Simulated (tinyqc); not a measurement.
Inside a calculation. Model: kinetic Monte Carlo and master equation for a particle on a ring of sites with traps and bias. Computed by tinyqc, a small Python program that keeps every step. Command: `OMP_NUM_THREADS=1 python tinyqc.py 3004554 3004555 out.jsonl kmc walk`. One thread of a shared host (Intel(R) Xeon(R) Processor @ 2.30GHz), about 0.07 s of CPU time with the checks. Intermediate numbers are printed to about 5 digits and carried at full precision; extremes and crossings named in words are read from the listed rows.

8 sites on a ring, numbered 1 to 8. The saddle between i and i+1 lies at E0 + s b_i and site i at s eps_i; a force F tilts the landscape, with the saddle half-way.

Inputs (values chosen for the exercise, for a model defect): reference barrier E0 = 0.8 eV; scale factor s of the disorder = 1; attempt frequency nu = 2.2 THz; temperature T = 520 K; site spacing a = 3.3 angstrom; force F along the ring = 0.0015 eV/angstrom; seed of the random numbers = 634758.

Disorder: site traps.

site energies eps_i (eV): [-0.027, 0, -0.11, -0.026, 0, -0.077, 0, 0]

saddle shifts b_i between sites i and i+1 (eV): [0, 0, 0, 0, 0, 0, 0, 0]

Constants: k_B = 8.617333262e-05 eV/K.

## Rate table

Rates: k(i to i+1) = nu exp(-(E0 + s b_i - s eps_i - F a/2)/(k_B T)), k(i to i-1) = nu exp(-(E0 + s b_(i-1) - s eps_i + F a/2)/(k_B T)). Share right = k right/(k right + k left); mean stay = 1/(k right + k left).

Rates, shares of right hops and mean stays:
```
site  k right (1/s)  k left (1/s)  share right  mean stay (s)
1             22450         20102      0.52759     2.3500e-05
2             41011         36722      0.52759     1.2864e-05
3              3522          3154      0.52759     1.4979e-04
4             22957         20556      0.52759     2.2982e-05
5             41011         36722      0.52759     1.2864e-05
6              7356          6587      0.52759     7.1724e-05
7             41011         36722      0.52759     1.2864e-05
8             41011         36722      0.52759     1.2864e-05
```

The particle stays longest on site 3, 11.6 times as long as on the quickest site.

## Twelve steps of the residence-time algorithm

Random numbers:
```
step      r1      r2
1     0.6970  0.5925
2     0.5308  0.7730
3     0.7935  0.0348
4     0.5975  0.2374
5     0.1820  0.2793
6     0.6882  0.1760
7     0.5985  0.5236
8     0.0094  0.0439
9     0.1157  0.8531
10    0.9824  0.7578
11    0.7811  0.5457
12    0.7290  0.4548
```

Start on site 1 at t = 0. Hop right if r1 is below the share right, else left; advance the clock by -ln(r2) times the mean stay.

Trajectory:
```
step  site    hop    wait (s)   clock (s)  net hops
1        1   left  1.2300e-05  1.2300e-05        -1
2        8   left  3.3123e-06  1.5612e-05        -2
3        7   left  4.3200e-05  5.8813e-05        -3
4        6   left  1.0314e-04  1.6195e-04        -4
5        5  right  1.6408e-05  1.7836e-04        -3
6        6   left  1.2460e-04  3.0297e-04        -4
7        5   left  8.3236e-06  3.1129e-04        -5
8        4  right  7.1837e-05  3.8313e-04        -4
9        5  right  2.0439e-06  3.8517e-04        -3
10       6   left  1.9892e-05  4.0506e-04        -4
11       5   left  7.7918e-06  4.1285e-04        -5
12       4   left  1.8107e-05  4.3096e-04        -6
```

## Steady state

Master equation dP/dt = W P, W_(i+1,i) = k right, W_(i-1,i) = k left, columns summing to zero. The steady state is its null vector; drift v = a sum P_i (k right - k left). D = a^2 lambda''(0)/2, where lambda(q) is the leading eigenvalue of W with right hops weighted by exp(q) and left hops by exp(-q). The slowest relaxation rate is minus the real part of the next eigenvalue of W. 1 angstrom = 1e-8 cm.

occupations P_i: [0.07356, 0.04027, 0.46890, 0.07194, 0.04027, 0.22452, 0.04027, 0.04027]

drift velocity v = 4.5598e-05 cm/s

diffusivity D = 1.3764e-11 cm^2/s

slowest relaxation rate = 5015.5 1/s

With equal saddles the steady current leaves the occupations at their Boltzmann values exp(-s eps_i/(k_B T))/Z.

## Closed form at zero force

At zero force D0 = a^2 nu exp(-E0/(k_B T)) / [<exp(-s eps/(k_B T))> <exp(s b/(k_B T))>], with means over the ring; Einstein relation v = D0 F/(k_B T); 1 angstrom = 1e-8 cm.

zero-force diffusivity D0 = 1.3615e-11 cm^2/s

D0 over the value without disorder = 0.32216

Einstein drift = 4.5575e-05 cm/s

F a/(k_B T) = 0.110; the true drift is 1.0005 times the Einstein value.

## Sampled drift against the exact one

400 independent walkers start on sites drawn with weights P_i (k right + k left), the steady shares of hops (random numbers not printed); the estimate is total displacement over total time, with its standard error from the spread between walkers.

Drift from sampling:
```
hops per walker  estimate (cm/s)  standard error (cm/s)  deviation in standard errors
10                    5.3195e-05             1.2766e-05                        0.5951
30                    4.9455e-05             7.2727e-06                        0.5304
100                   4.5545e-05             4.2109e-06                       -0.0126
300                   4.3291e-05             2.3843e-06                       -0.9677
1000                  4.6549e-05             1.3085e-06                        0.7263
3000                  4.7014e-05             7.8037e-07                        1.8146
```

The exact drift is 4.560e-5 cm/s. The standard error falls by a factor 3.22 from 100 to 1000 hops (sqrt10 = 3.16), and in the last row it is 1.7 % of the drift.

Checks made by the program: closed form against the master equation at zero force (relative difference 3e-06).
